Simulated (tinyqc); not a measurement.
Input admittance of a MOSFET at zero drain bias: distributed channel and distributed gate: one step of the calculation.

Source and drain grounded, strong inversion, w = 2 pi f, Cox = eps0 eox/tox. The channel is an RC line of resistance 1/(mu Cox Vo) per square fed from both ends, so one finger has the intrinsic admittance y = i w Cox L tanh(g)/g per width, g = (1/2) sqrt(i w tau), tau = L^2/(mu Vo). The vertical resistance rv/L is in series with y, the overlaps 2 i w Cov in parallel: y_t = 1/(1/y + rv/L) + 2 i w Cov. The gate strip is a line of Rsh/L per length loaded by y_t, so a finger has Y = y_t Wf tanh(k)/k, k = (Wf/sd) sqrt(y_t Rsh/L); the device has Nf Y.

Problem. Admittance of the channel and stack per width. tau, g, c = Cox L, y and y_t as defined.

Inputs (values chosen for the exercise); values of the order met in silicon radio-frequency transistors: relative permittivity of the gate insulator (close to silicon dioxide) eox = 3.9; insulator thickness tox = 4.3 nm; channel length L = 1 um; channel mobility mu = 420 cm^2/(V s); gate overdrive Vo = 0.64 V; vertical resistivity of the gate stack rv = 0 ohm um^2; overlap and fringe capacitance on each side Cov = 0.22 fF/um; frequency f = 2.9 GHz.

Constants: eps0 = 8.8541878128e-14 F/cm where lengths are in cm. Results are converted to the units shown.

Wanted: tau; g; c; y; y_t.

Solution.

tau = 37.20 ps
g = 0.2911+0.2911i
c = 8.031 fF/um
y = 8.2+145.8i uS/um
y_t = 8.2+153.8i uS/um

w tau = 0.678, and Im y is 0.996 of w c.

Program tinyqc, `OMP_NUM_THREADS=1 python tinyqc.py 2262176 2262177 out.jsonl`; Intel Xeon 2.30GHz, shared host, one thread, about 0.01 s.
